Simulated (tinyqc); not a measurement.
Floating body of a partially depleted SOI transistor: body voltage and kink: one step of the calculation.

Source at 0 V. Channel current Ic = 2 nf K Vt^2 [F(0) - F(Vd)](1 + la Vd), F(V) = ln^2(1 + exp((Vg - VT - nf V)/(2 nf Vt))), VT = VT0 - gb Vb. Saturation voltage Vs = 2 Vt sqrt(F(0)) + 3 Vt, excess Ve = (Vd - Vs + sqrt((Vd - Vs)^2 + 0.0004 V^2))/2, multiplication M1 = Ai Ve exp(-Bl/Ve). Each junction passes D(v) = J1 (exp(v/Vt) - 1) + J2 (exp(v/(2 Vt)) - 1). Bipolar current Ib = bb J1 (exp(Vb/Vt) - 1). The body settles where M1 (Ic + Ib) = D(Vb) + D(Vb - Vd) + Vb/Rb; drain current Id = (1 + M1)(Ic + Ib) - D(Vb - Vd).

Task. New Vb. Current into the body I_in = M1 (Ic + Ib) - D(Vb - Vd), current out I_out = D(Vb) + Vb/Rb; f = ln(I_in/I_out), s = df/dVb by central differences over 1e-5 V, Vb(new) = Vb - f/s.

Parameters, values chosen for the exercise; values of the order met in partially depleted silicon-on-insulator transistors: temperature T = 300 K; threshold at zero body voltage VT0 = 0.48 V; fall of the threshold per volt of body voltage gb = 0.18; slope factor nf = 1.39; gain factor per width K = 370 uA/(V^2 um); channel-length modulation factor la = 0.05 1/V; impact-ionisation prefactor Ai = 3.24 1/V; impact-ionisation voltage Bl = 8.6 V; diffusion saturation current of each junction J1 = 1.1e-13 uA/um; recombination saturation current of each junction J2 = 2.7e-9 uA/um; gain of the lateral bipolar transistor on the diffusion current bb = 3; resistance of a weak body tie to the source (1e9 stands for no tie, and the term is then dropped) Rb = 1e9 kohm um; gate voltage Vg = 1.03 V; drain voltage Vd = 2.2 V.

Constants: q = 1.602176634e-19 C, kB = 1.380649e-23 J/K, Vt = kB T/q. Results are converted to the units shown.

Vb after iteration 1 = 0.78835383 V

Find: Ic; Ve; M1; I_in; I_out; f; s; Vb after iteration 2.

Result.

Ic = 70.726 uA/um
Ve = 1.6247 V
M1 = 0.026456
I_in = 2.0242 uA/um
I_out = 1.9395 uA/um
f = 0.042715
s = -35.665 1/V
Vb after iteration 2 = 0.78955 V

Range of the model: The multiplication law is an empirical form chosen for the exercise; self-heating and capacitive coupling to the body are left out, and the linear laws are rough once Vb passes about 0.7 V or M1 about 0.1.

Computed by the program tinyqc: `OMP_NUM_THREADS=1 python tinyqc.py 2182169 2182170 out.jsonl`, one thread of a shared Intel Xeon 2.30GHz, about 0.2 s for the whole run.
